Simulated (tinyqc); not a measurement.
Worked calculation: electroplating on a thin resistive seed layer: kinetics, Wagner number and the terminal effect across a wafer. Computed by tinyqc, a small Python program that keeps every step. Command: `OMP_NUM_THREADS=1 python tinyqc.py 3120147 3120148 out.jsonl terminal walk`. One thread of a shared host (Intel(R) Xeon(R) Processor @ 2.30GHz), about 0.02 s of CPU time with the checks. Intermediate numbers are printed to about 6 digits and carried at full precision; extremes and crossings named in words are read from the listed rows.

Current enters the seed at the rim. The bath is treated as a local resistance per area (no lateral flow in the liquid), two electrons per ion, molar volume 7.11 cm^3/mol, Faraday constant F = e N_A, kinematic viscosity 0.01 cm^2/s, omega = 2 pi x rpm/60; k_B T/e is in volts.

Inputs (values chosen for the exercise, of the order of those for copper plating on a thin cobalt or ruthenium seed):

| quantity | value | unit |
|---|---|---|
| wafer radius R | 7.5 | cm |
| seed thickness t | 81 | nm |
| seed resistivity | 18 | microohm cm |
| bath conductivity kappa | 0.037 | S/cm |
| gap to the anode h | 6.2 | cm |
| extra resistance of a porous plate | 0 | ohm cm^2 |
| exchange current density i_0 | 0.27 | mA/cm^2 |
| cathodic transfer coefficient alpha | 0.89 | - |
| mean current density | 25 | mA/cm^2 |
| diffusivity of the metal ion | 6.1e-06 | cm^2/s |
| metal ion concentration | 0.7 | mol/L |
| rotation rate | 200 | rpm |
| temperature T | 298 | K |

Constants: e = 1.602176634e-19 C; N_A = 6.02214076e+23 1/mol; k_B = 8.617333262e-05 eV/K.

## Rate, limit and resistances

Growth rate = i V_m/(2 F). Levich limit i_L = 0.62 x 2 F D^(2/3) omega^(1/2) nu^(-1/6) c. Tafel overpotential eta = (k_B T/(alpha e)) ln(i/i_0); kinetic resistance k_B T/(alpha e i); bath resistance h/kappa + plate; R_s = resistivity/t; Wagner number = kinetic resistance x kappa/R.

growth rate = 552.675 nm/min

limiting current i_L = 275.675 mA/cm^2

overpotential = 130.655 mV

kinetic resistance = 1.15414 ohm cm^2

bath resistance R_b = 167.568 ohm cm^2

sheet resistance R_s = 2.22222 ohm/square

Wagner number = 0.00569377

## Linear estimate of the terminal effect

Linearised: with R_t = kinetic + bath resistance the current density obeys (1/r)(r i')' = i R_s/R_t, so i = A I_0(r/l), l = sqrt(R_t/R_s); with x = R/l, edge/centre = I_0(x) and edge/mean = x I_0(x)/(2 I_1(x)). Voltage drop in the seed for a uniform current: i R_s R^2/4.

length l = 8.71348 cm

x = R/l = 0.860735

edge over centre, linear = 1.19397

edge over mean, linear = 1.08988

drop for uniform current = 781.250 mV

For small x edge/centre is 1 + x^2/4 = 1.185.

## Current distribution

Full model: seed potential phi(r) with (1/r)(r phi')' = R_s i, where i solves phi = R_b i + (k_B T/(alpha e)) ln(i/i_0) (phi being the driving voltage left at r); phi'(0) = 0 and phi'(R) = R_s i_mean R/2. Solved by collocation to a tolerance of 1e-7.

Across the wafer:

| r/R | i (mA/cm^2) | i/mean | i/mean, linear |
|---|---|---|---|
| 0.00 | 22.8208 | 0.91283 | 0.91282 |
| 0.20 | 22.9901 | 0.91960 | 0.91959 |
| 0.40 | 23.5018 | 0.94007 | 0.94007 |
| 0.60 | 24.3674 | 0.97470 | 0.97470 |
| 0.75 | 25.2604 | 1.01041 | 1.01042 |
| 0.90 | 26.3746 | 1.05498 | 1.05498 |
| 1.00 | 27.2473 | 1.08989 | 1.08988 |

edge over centre, full model = 1.19397

The full model gives 1.19 against 1.19 from the linear form; the kinetic resistance, which the linear form holds fixed, is a small part of R_t here.

## As the film thickens, and with more bath resistance

The film is taken as uniform, with the seed resistivity; the last column adds 100 ohm cm^2 to R_b. Extra power of that plate = i^2 x 100 ohm cm^2 x area.

Edge over centre:

| thickness (nm) | R_s (ohm/square) | as given | with 100 ohm cm^2 more |
|---|---|---|---|
| 81.0 | 2.22222 | 1.19397 | 1.11972 |
| 121.5 | 1.48148 | 1.12734 | 1.07904 |
| 162.0 | 1.11111 | 1.09477 | 1.05900 |
| 243.0 | 0.74074 | 1.06270 | 1.03914 |
| 405.0 | 0.44444 | 1.03739 | 1.02339 |
| 810.0 | 0.22222 | 1.01861 | 1.01166 |
| 1620.0 | 0.11111 | 1.00928 | 1.00582 |

extra power = 11.0447 W

The ratio falls below 1.1 from 162 nm on as given, and from 122 nm on with the added resistance: what counts is R_s R^2 against the sum of kinetic and bath resistance.

Checks made by the program: mean of the distribution (relative difference 2e-08).
